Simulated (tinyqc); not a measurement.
Which clusters to keep: cluster expansion of a binary alloy: correlations, fit, cross-validation and ground states. Computed by tinyqc, a small Python program. Command: `OMP_NUM_THREADS=1 python tinyqc.py 3029226 3029227 out.jsonl clex walk`. One thread of a shared host (Intel(R) Xeon(R) Processor @ 2.30GHz), about 0.1 s of CPU time with the checks.

s = +1 for A and -1 for B. Energy per site E = J0 + J1 P(point) + sum over clusters of m V P, with P the mean product of spins; V > 0 on a pair favours unlike neighbours. Clusters per site m: pair 1 6, pair 2 3, pair 3 12, triplet 8; the triplet is the triangle of first neighbours. Formation energies are counted from the line between pure A and pure B, which removes J0 and J1.

Inputs (values chosen for the exercise, for a model alloy):
```
quantity                    value      unit
first-pair interaction V1   -34.3       meV
second-pair interaction V2   -7.4       meV
third-pair interaction V3    -3.9       meV
triplet interaction Vt          4       meV
noise amplitude                12  meV/site
```

Lattice: fcc.

Method:
- Design matrix of formation energies: m (P - 1) for pairs and m (P(triplet) - P(point)) for the triplet; x = (1 - P(point))/2.
- Exact: X V with V = (V1, V2, V3, Vt). The data to fit add the noise amplitude times the normal numbers, standing for what the clusters leave out.
- For each set, H = X (X^T X)^-1 X^T over the structures between the ends; residual e = E - H E; leave-one-out error e_i/(1 - H_ii); both as root mean squares.

correlations P, counted on periodic cells:
```
                      point    pair 1    pair 2    pair 3   triplet
A                   1.00000   1.00000   1.00000   1.00000   1.00000
A3B L1_2            0.50000   0.00000   1.00000   0.00000  -0.50000
A3B D0_22           0.50000   0.00000   0.66667   0.33333  -0.50000
A3B (001) layers    0.50000   0.33333   0.66667   0.00000   0.50000
A2B (001) layers    0.33333   0.11111   0.55556  -0.33333   0.33333
AB L1_0             0.00000  -0.33333   1.00000  -0.33333   0.00000
AB L1_1             0.00000   0.00000  -1.00000   0.00000   0.00000
A2B2 (001) layers   0.00000   0.33333   0.33333  -0.33333   0.00000
AB2 (001) layers   -0.33333   0.11111   0.55556  -0.33333  -0.33333
AB3 L1_2           -0.50000   0.00000   1.00000   0.00000   0.50000
AB3 D0_22          -0.50000   0.00000   0.66667   0.33333   0.50000
AB3 (001) layers   -0.50000   0.33333   0.66667   0.00000  -0.50000
B                  -1.00000   1.00000   1.00000   1.00000  -1.00000
```

standard normal numbers for the noise (0 for the pure ends): A 0.000, A3B L1_2 -0.391, A3B D0_22 -0.217, A3B (001) layers -0.053, A2B (001) layers 0.862, AB L1_0 -0.621, AB L1_1 -0.235, A2B2 (001) layers 0.154, AB2 (001) layers -0.749, AB3 L1_2 -0.442, AB3 D0_22 1.252, AB3 (001) layers 0.806, B 0.000

X:
```
                    pair 1   pair 2    pair 3  triplet
A                   0.0000   0.0000    0.0000   0.0000
A3B L1_2           -6.0000   0.0000  -12.0000  -8.0000
A3B D0_22          -6.0000  -1.0000   -8.0000  -8.0000
A3B (001) layers   -4.0000  -1.0000  -12.0000   0.0000
A2B (001) layers   -5.3333  -1.3333  -16.0000   0.0000
AB L1_0            -8.0000   0.0000  -16.0000   0.0000
AB L1_1            -6.0000  -6.0000  -12.0000   0.0000
A2B2 (001) layers  -4.0000  -2.0000  -16.0000   0.0000
AB2 (001) layers   -5.3333  -1.3333  -16.0000   0.0000
AB3 L1_2           -6.0000   0.0000  -12.0000   8.0000
AB3 D0_22          -6.0000  -1.0000   -8.0000   8.0000
AB3 (001) layers   -4.0000  -1.0000  -12.0000   0.0000
B                   0.0000   0.0000    0.0000   0.0000
```

data (meV/site): A 0.000, A3B L1_2 215.908, A3B D0_22 209.796, A3B (001) layers 190.764, A2B (001) layers 265.544, AB L1_0 329.348, AB L1_1 294.180, A2B2 (001) layers 216.248, AB2 (001) layers 246.212, AB3 L1_2 279.296, AB3 D0_22 291.424, AB3 (001) layers 201.072, B 0.000

Fits:
```
clusters     fit error (meV/site)  leave-one-out error (meV/site)  largest H_ii
V1                         31.783                          35.218       0.18344
V1 V2                      27.523                          43.390       0.82499
V1 V3                      26.232                          32.766       0.34839
V1 V2 Vt                   16.721                          36.216       0.82499
V1 Vt                      23.070                          28.160       0.35318
V1 V2 V3                   22.983                          32.514       0.89605
V1 V3 Vt                   14.498                          19.260       0.51586
V1 V2 V3 Vt                 7.091                          16.856       0.89605
```

leave-one-out error without pair 3 = 36.216 meV/site

leave-one-out error with all four = 16.856 meV/site

What does the comparison show, and why?

The fit error can only fall as clusters are added, to 7.09 meV with all four. The leave-one-out error is least for V1 V2 V3 Vt (16.86 meV): dropping V2, V3 or Vt makes prediction worse at this noise.

Extremes, crossings and ranges named in words are read from the listed rows.
